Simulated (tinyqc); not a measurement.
# Potential step from the flux

Inverse problem. On one interval J = (q mu Vt/hx) [nb B(d) - na B(-d)], B(d) = d/(exp(d) - 1), d = (psi_b - psi_a)/Vt. Find psi_b - psi_a, and the step at which J would vanish.

Inputs (values chosen for the exercise):
```
symbol,value,unit,meaning
T,300,K,temperature
mu,11100,cm^2/(V s),electron mobility
na,1.5e14,cm^-3,density at the left node
nb,3.9e14,cm^-3,density at the right node
hx,6,nm,node spacing
```

Constants: q = 1.602176634e-19 C, kB = 1.380649e-23 J/K, Vt = kB T/q. Results are converted to the units shown.

J = -42942.168 A/cm^2

Solution. B(d) falls and B(-d) rises with d, so J falls steadily with the step and one value matches. J = 0 needs nb/na = exp(d), the Boltzmann ratio.

psi_b - psi_a = 0.100 V
step for J = 0 = 0.0247 V

Numbers from tinyqc (`OMP_NUM_THREADS=1 python tinyqc.py 2220068 2220069 out.jsonl`; about 0.01 s on one thread of a shared Intel Xeon 2.30GHz).
